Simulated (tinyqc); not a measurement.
Inside a calculation. Method: extended Hueckel theory, for H4+. The parameters take no account of the charge, which enters only through the electron count. One step of it, computed by the program tinyqc.

Question. Orbitals. Solve H C = S C e through S^(-1/2); fill by pairs from the bottom, a degenerate level sharing its electrons equally; each orbital has its largest coefficient positive (the first on a tie).

H (eV), order 1H 1s, 2H 1s, 3H 1s, 4H 1s:
$$\begin{pmatrix}
-13.600000 & -16.701051 & -4.886537 & -1.302983 \\
-16.701051 & -13.600000 & -14.637829 & -4.894347 \\
-4.886537 & -14.637829 & -13.600000 & -16.719412 \\
-1.302983 & -4.894347 & -16.719412 & -13.600000
\end{pmatrix}$$

overlap S, order 1H 1s, 2H 1s, 3H 1s, 4H 1s:
$$\begin{pmatrix}
1.000000 & 0.614009 & 0.179652 & 0.047904 \\
0.614009 & 1.000000 & 0.538155 & 0.179939 \\
0.179652 & 0.538155 & 1.000000 & 0.614684 \\
0.047904 & 0.179939 & 0.614684 & 1.000000
\end{pmatrix}$$

valence electrons = 3

Give: orbital energies; occupations; coefficients; sum of one-electron energies.

Answer.

orbital energies (eV): [-20.797, -15.922, 2.243, 38.169]

occupations: [2.000, 1.000, 0.000, 0.000]

coefficients, order 1H 1s, 2H 1s, 3H 1s, 4H 1s:
$$\begin{pmatrix}
0.288 & 0.556 & 0.838 & 0.781 \\
0.390 & 0.325 & -0.619 & -1.338 \\
0.390 & -0.325 & -0.617 & 1.340 \\
0.288 & -0.556 & 0.837 & -0.783
\end{pmatrix}$$

sum of one-electron energies = -57.517 eV
